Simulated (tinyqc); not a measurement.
Critical temperature from a phonon spectrum: McMillan, Allen-Dynes and the linearised Eliashberg equation: one step, computed by the program tinyqc. Command: `OMP_NUM_THREADS=1 python tinyqc.py 3027012 3027013 out.jsonl eliashberg walk`. One thread of a shared host (Intel(R) Xeon(R) Processor @ 2.30GHz), about 0.01 s of CPU time with the checks.

alpha^2 F(omega) = sum_i (lambda_i omega_i/2) delta(omega - omega_i), so that lambda = 2 int alpha^2 F/omega d omega = sum_i lambda_i.

Task: Largest eigenvalue of the small kernel. K is the kernel of the linearised Eliashberg equation on the Matsubara points omega_n = (2n + 1) pi k_B T; T_c is where its largest eigenvalue rho is zero. Diagonalise K; at rho = 0 the eigenvector c is the gap function Delta_n/omega_n up to a factor; away from it Delta_n/Delta_0 = (2n + 1) c_n/c_0 is only an estimate.

Inputs (values chosen for the exercise, for a model metal): trial temperature = 44.7 K.

Peaks in alpha^2 F: one.

K:
$$\begin{pmatrix}
-0.31200 & 1.04426 & 0.28282 & 0.02898 & -0.07954 & -0.13514 \\
1.04426 & -4.94683 & 0.79041 & 0.17431 & -0.02662 & -0.11168 \\
0.28282 & 0.79041 & -7.76787 & 0.73481 & 0.14217 & -0.04684 \\
0.02898 & 0.17431 & 0.73481 & -10.15053 & 0.71460 & 0.12864 \\
-0.07954 & -0.02662 & 0.14217 & 0.71460 & -12.36889 & 0.70510 \\
-0.13514 & -0.11168 & -0.04684 & 0.12864 & 0.70510 & -14.50930
\end{pmatrix}$$

Give: largest eigenvalue rho; Delta_n/Delta_0.

Result:

largest eigenvalue rho = -0.05848

Delta_n/Delta_0: [1.000, 0.672, 0.303, 0.074, -0.057, -0.126]

rho < 0: in this small matrix the trial temperature lies above T_c.
